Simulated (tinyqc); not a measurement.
Tunnelling through a gate dielectric, WKB transmission and Tsu-Esaki current: one step of the calculation.

Electrons leave the emitter at x = 0. Energies E (motion across the layers) are in eV from the emitter Fermi level; the collector Fermi level lies at -V and offers states at every E. No charge in the dielectric and no image force: F1 = V/t1, U = phi1 - F1 x. With C = hbar^2/(2 m0), kappa = sqrt(m (U - E)/C) where U > E and 0 elsewhere; T(E) = exp(-S), S = 2 times the integral of kappa over x.

Task. Current density on a coarse energy grid. Each layer adds (2/F) sqrt(m/C) [G(u at its left edge) - G(u at its right edge)] to S, with u = U - E (0 where negative) and G(u) = (2/3) u^1.5. The slope follows from 1/d = -dS/dE.

J = J0 times the integral of T(E) N(E) dE, N = ln[(1 + exp(-E/Vt))/(1 + exp((-E - V)/Vt))], J0 = q^2 me m0 kB T/(2 pi^2 hbar^3) (times 1e-4 for A/cm^2 per eV), by Simpson's rule on nE equally spaced points from Ea to Eb.

Values chosen for this exercise; dielectric values close to those of silicon dioxide:
```
symbol,value,unit,meaning
T,400,K,temperature
Ef,0.2,eV,Fermi energy of the emitter above its band bottom
me,0.39,m0,emitter mass in the supply function
phi1,3.04,eV,barrier of layer 1 above the emitter Fermi level at zero bias
m1,0.5,m0,tunnelling mass of layer 1
t1,2.9,nm,thickness of layer 1
V,1,V,voltage across the dielectric
Ea,-0.2,eV,lower end of the energy grid
Eb,0.4,eV,upper end of the energy grid
nE,11,,points of the energy grid
```

Constants: q = 1.602176634e-19 C, kB = 1.380649e-23 J/K, hbar = 1.054571817e-34 J s, m0 = 9.1093837015e-31 kg, Vt = kB T/q, hbar^2/(2 m0) = 0.0380998212 eV nm^2. Results are converted to the units shown.

Wanted: E; T(E); N; T(E) N; J0; J.

Result.

```
point   E (eV)       T(E)         N     T(E) N
0      -0.2000  8.249e-16     5.805  4.789e-15
1      -0.1400  1.212e-15     4.079  4.943e-15
2      -0.0800  1.788e-15     2.415  4.317e-15
3      -0.0200  2.650e-15     1.025  2.716e-15
4       0.0400  3.947e-15    0.2726  1.076e-15
5       0.1000  5.907e-15   0.05350  3.160e-16
6       0.1600  8.885e-15  0.009594  8.524e-17
7       0.2200  1.344e-14  0.001689  2.270e-17
8       0.2800  2.043e-14  2.965e-4  6.058e-18
9       0.3400  3.124e-14  5.202e-5  1.625e-18
10      0.4000  4.807e-14  9.125e-6  4.386e-19
```

J0 = 2.176e8 A/(cm^2 eV)
J = 2.078e-7 A/cm^2

The integrand peaks at E = -0.140 eV among these points.

tinyqc, about 0.03 s, one thread, Intel Xeon 2.30GHz (shared host): `OMP_NUM_THREADS=1 python tinyqc.py 2540158 2540159 out.jsonl`
